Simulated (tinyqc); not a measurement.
Inside a calculation. Method: RKS/B3LYP (VWN-RPA form) in the sto-3g basis, for H3-, spin multiplicity 1. The basis has no diffuse functions, so it cannot describe the extra electron: this is an exercise in the method, not the real anion. One step of it, computed by the program tinyqc.

Problem. Orthogonalisation. S = U s U^T; symmetric (Loewdin) form X = U s^(-1/2) U^T, so that X^T S X = 1.

overlap S, lower triangle:
```
          1H 1s     2H 1s     3H 1s
1H 1s  1.000000
2H 1s  0.505960  1.000000
3H 1s  0.506047  0.506047  1.000000
```

Give: eigenvalues of S; X.

Solution.

eigenvalues of S: 0.4939  0.4940  2.0120

X, lower triangle:
```
         1H 1s    2H 1s   3H 1s
1H 1s   1.1835
2H 1s  -0.2392   1.1835
3H 1s  -0.2393  -0.2393  1.1836
```
